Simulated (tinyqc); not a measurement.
# Long-channel MOSFET, surface-potential model: two studies

n-channel transistor on a uniformly doped p-type body, gradual-channel approximation, constant mobility, Boltzmann statistics, full ionisation. Potentials are counted from the neutral body; V is the electron quasi-Fermi potential, Vsb at the source and Vsb + Vds at the drain. Charges are magnitudes per area.

Inputs (values chosen for the exercise); material values close to those of silicon:
- T = 300 K (temperature)
- Eg = 1.11 eV (band gap)
- eps_r = 11.7 (relative permittivity of the semiconductor)
- Nc = 2.82e19 cm^-3 (conduction-band density of states at T)
- Nv = 2.63e19 cm^-3 (valence-band density of states at T)
- Na = 4e16 cm^-3 (acceptor density of the body)
- eox = 8.58 (relative permittivity of the gate insulator)
- tox = 5.5 nm (insulator thickness)
- Vfb = -0.79 V (flat-band voltage)
- mu = 160 cm^2/(V s) (channel mobility)
- W = 5 um (gate width)
- L = 2 um (gate length)
- Vsb = 0 V (source-body reverse bias)
- Vgs = 0.03 V (gate-source voltage)
- Vds = 0.8 V (drain-source voltage)

Constants: q = 1.602176634e-19 C, kB = 1.380649e-23 J/K, Vt = kB T/q, eps0 = 8.8541878128e-14 F/cm where lengths are in cm. Results are converted to the units shown.

Each table varies one quantity; the others keep the values above.

## Effect of the acceptor density of the body

ni = sqrt(Nc Nv) exp(-Eg/(2 Vt)), Eg in volts; phiF = Vt ln(Na/ni); Cox = eps0 eox/tox; gamma = sqrt(2 q eps0 eps_r Na)/Cox. The surface potential psi at channel potential V solves Vgs + Vsb - Vfb - psi = gamma sqrt(G), G = psi - Vt + Vt exp((psi - 2 phiF - V)/Vt). Charge sheet: Qi = Cox gamma [sqrt(G) - sqrt(psi - Vt)]; I = mu (W/L) [integral of Qi dpsi from psi_0 to psi_L (drift) + Vt (Qi0 - QiL) (diffusion)], with psi_0 at V = Vsb and psi_L at V = Vsb + Vds. VT = Vfb + 2 phiF + gamma sqrt(2 phiF + Vsb), m = 1 + gamma/(2 sqrt(2 phiF + Vsb)). The swing is 20 mV/log10[I(VT - 0.14 V)/I(VT - 0.16 V)] of the charge-sheet current at the given Vds.

Effect of the acceptor density of the body:
```
Na (cm^-3)	gamma (V^0.5)	VT (V)	m	swing (mV/decade)	I at Vgs, Vds (uA)
4e15	0.02638	-0.1150	1.016	62.34	0.5271
7.4e15	0.03588	-0.07482	1.022	62.60	0.2521
1.4e16	0.04935	-0.02973	1.029	63.00	0.08643
2.5e16	0.06595	0.01547	1.038	63.53	0.02418
4.7e16	0.09043	0.07098	1.051	64.32	0.004557
8.7e16	0.1230	0.1338	1.068	65.39	6.857e-4
1.6e17	0.1668	0.2077	1.091	66.81	7.843e-5
```

As Na goes from 4e15 to 1.6e17 cm^-3, VT rises from -0.115 to 0.208 V, the swing rises from 62.3 to 66.8 mV a decade and the current falls from 0.527 to 7.84e-5 uA. The swing is 3.0 % above m Vt ln 10 in the first row and 2.9 % above it in the last. The gate voltage is below VT in 3 of the 7 rows.

## Transfer curve from weak to strong inversion

Pao-Sah: Qi(V) = (Cox gamma/2) integral from 3 Vt to psi of exp((u - 2 phiF - V)/Vt)/sqrt(G(u, V)) du, and I = mu (W/L) integral of Qi dV from Vsb to Vsb + Vds. Square law: VT = Vfb + 2 phiF + gamma sqrt(2 phiF + Vsb), m = 1 + gamma/(2 sqrt(2 phiF + Vsb)), I = mu Cox (W/L) [(Vgs - VT) v - m v^2/2] with v the smaller of Vds and (Vgs - VT)/m, and zero below VT. gm = dI/dVgs of the charge-sheet current.

Results:
```
Vgs (V)	I, charge sheet (uA)	I, Pao-Sah (uA)	drift share (%)	gm/I (1/V)	I, square law (uA)
-0.14	1.588e-5	1.628e-5	0.002037	35.80	0
0.03	0.007162	0.007309	0.9078	35.78	0
0.21	1.279	1.378	46.84	18.04	6.251
0.38	10.09	10.91	75.93	8.332	27.68
0.73	66.58	70.29	89.82	3.644	119.8
0.91	118.1	123.6	92.28	2.789	192.3
1.08	179.2	186.5	94.17	2.124	267.4
1.26	249.7	258.3	95.64	1.603	347.0
```

Estimate the missing row, Vgs = 0.56 V.

Computed row:
```
Vgs (V)	I, charge sheet (uA)	I, Pao-Sah (uA)	drift share (%)	gm/I (1/V)	I, square law (uA)
0.56	32.18	34.33	85.69	5.058	66.98
```

With this row back in the table: The charge-sheet current rises from 1.59e-5 to 250 uA. In the first row gm/I is 35.8 1/V, a swing of 64.3 mV a decade, against Vt ln 10 = 59.5 mV a decade for an ideal gate; in the last it is 1.60 1/V. Drift passes half of the current at Vgs = 0.38 V among the rows listed (VT = 0.0561 V). The charge sheet departs most from Pao-Sah at Vgs = 0.38 V, where it is 7.5 % below it. In the last row the square law is 34 % above Pao-Sah. For Vgs = 0.38 to 1.26 V the surface electron density at the source passes 0.3 Nc, where degeneracy and quantisation, left out here, matter.

Numbers from tinyqc (`OMP_NUM_THREADS=1 python tinyqc.py 2360035 2360036 out.jsonl`; about 0.04 s on one thread of a shared Intel Xeon 2.30GHz).
